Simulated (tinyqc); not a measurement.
Screening length from the swing.

Problem. In a simple model of a Schottky-barrier transistor a barrier thinner than d = 3.5 nm is transparent, so the effective barrier is pn - psi (1 - exp(-d/lam)) and the swing beyond flat band is Vt ln 10/(1 - exp(-d/lam)). Find the thermionic swing, lam, and the effective barrier at psi = 0.2 V.

Inputs (values chosen for the exercise): temperature T = 300 K; barrier for electrons at both contacts pn = 0.8 eV.

Constants: q = 1.602176634e-19 C, kB = 1.380649e-23 J/K, Vt = kB T/q. Results are converted to the units shown.

swing in the tunnelling range = 110.11704 mV/decade

Solution. The ratio of the two swings is 1 - exp(-d/lam).

Vt ln 10 = 59.5 mV/decade
lam = 4.50 nm
effective barrier = 0.692 eV

Program tinyqc, `OMP_NUM_THREADS=1 python tinyqc.py 2390033 2390034 out.jsonl`; Intel Xeon 2.30GHz, shared host, one thread, about 0.2 s.
